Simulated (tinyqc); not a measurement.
Choice of the trial bonds: Wannier functions of a composite (isolated) pair of valence bands (bonds of an sp chain).

Each atom has a hybrid pointing left (<) and right (>). H(k): diagonal +V3 on A, -V3 on B; <A<|A>> = -V1a, <B<|B>> = -V1b, <A>|B<> = -V2, <B>|A<> = -V2p exp(ik); k in 1/a, Bloch sums with exp(ikR). The two lowest bands are filled. Trial functions in cell 0: g1 = cos(c) A> + sin(c) B<, and g2 = sin(c) B> + cos(c) A< of cell 1, whose Bloch vector has cos(c) exp(-ik) on A<. Projection A_mn = <psi_m|g_n>, S = A^+ A, Loewdin U = A S^(-1/2), Bloch-like states w_n = sum_m psi_m U_mn, H_W(k) = U^+ diag(E) U. P = sum_m |psi_m><psi_m| is free of phase choices, and S = g^+ P g, w = P g S^(-1/2).

Values chosen for the exercise: V2 = 4.16 eV (coupling in the bond A-B inside the cell); V2p = 3.35 eV (coupling in the bond to the next cell); V1a = 0.95 eV (coupling of the two hybrids on A); V1b = 1.51 eV (the same on B); V3 = 0.42 eV (A at +V3, B at -V3); xb = 0.57 a (position of B (A at 0)).

N = 12; centres and spreads in real space with point-like hybrids at R and R + xb; smallest eigenvalue of S over the mesh.

Trial angle:
```
c (deg)  smallest S  centre 1 (a)  centre 2 (a)  sum of centres  total spread (a^2)  H_12(R = 0), mean over k (eV)
15            0.554        0.3146        0.7564          1.0710              0.1340                        -0.8375
30            0.795        0.3146        0.7564          1.0710              0.1337                        -0.8340
45            0.958        0.3146        0.7564          1.0710              0.1336                        -0.8310
65            0.807        0.3147        0.7563          1.0710              0.1337                        -0.8270
75            0.654        0.3147        0.7563          1.0710              0.1338                        -0.8246
85            0.482        0.3147        0.7563          1.0710              0.1340                        -0.8217
```

Give the missing row, c (deg) = 55.

Computed row:
```
c (deg)  smallest S  centre 1 (a)  centre 2 (a)  sum of centres  total spread (a^2)  H_12(R = 0), mean over k (eV)
55            0.923        0.3147        0.7564          1.0710              0.1336                        -0.8291
```

The sum of the centres stays at 1.0710 a within 0.0000: it gives the electronic polarisation, modulo a, and is fixed by the filled space. Single centres move by less than 0.0001 a here and H_12(0), a matter of gauge, moves by 16 meV. The total spread runs only from 0.1336 to 0.1340 a^2, so the orthogonalisation repairs even poor trials; the projection is best at c = 45 degrees among these rows, and the two bonds, isolated, have c = 48 and 49.

(tinyqc, `OMP_NUM_THREADS=1 python tinyqc.py 1482535 1482536 out.jsonl`, Intel(R) Xeon(R) Processor @ 2.30GHz, 1 thread, shared host, about 0.2 s.)
